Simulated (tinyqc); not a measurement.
MOS capacitor with interface traps: C-V stretch-out, conductance peak and subthreshold swing: one step, computed by the program tinyqc.

Energies at the interface are counted from the valence band. psi > 0 means bending towards depletion, so the surface potential is +psi. Boltzmann statistics, full ionisation, no quantum confinement. Traps are neutral when filled up to E_n, with a sharp (zero-temperature) occupation.

Task: Substrate and insulator. N_c = 2 M_c (2 pi m_e k_B T/h^2)^(3/2) and N_v = 2 (2 pi m_h k_B T/h^2)^(3/2), masses in units of m_0. n_i = sqrt(N_c N_v) exp(-E_g/2 k_B T); E_F = k_B T ln(N_v/N); phi_B = (k_B T/e) ln(N/n_i); L_D = sqrt(eps_s eps_0 k_B T/(e^2 N)); C_ox = eps_ox eps_0/t_ox.

Inputs (values chosen for the exercise, modelled on InP, with an insulator like Al2O3):
```
quantity                     value   unit
gap E_g                       1.37     eV
electron mass m_e           0.0781    m_0
valleys M_c                      1      -
hole mass m_h                0.608    m_0
dielectric constant eps_s     12.2      -
doping N                   6.4e+17  cm^-3
insulator constant eps_ox     9.26      -
insulator thickness t_ox        34     nm
temperature T                  350      K
```

Substrate: p-type. Trap spectrum: flat plus a Gaussian peak.

Constants: m_0 = 9.1093837015e-31 kg; k_B = 1.380649e-23 J/K; h = 6.62607015e-34 J s; k_B = 8.617333262e-05 eV/K; eps_0 = 8.8541878128e-12 F/m; e = 1.602176634e-19 C.

Give: k_B T; n_i; bulk E_F; phi_B; Debye length L_D; C_ox; effective density of states of the majority band.

Result:

k_B T = 0.03016 eV

n_i = 4.404e+08 cm^-3

bulk E_F = 0.09512 eV

phi_B = 0.6363 V

Debye length L_D = 5.637 nm

C_ox = 0.2411 microF/cm^2

effective density of states of the majority band = 1.499e+19 cm^-3
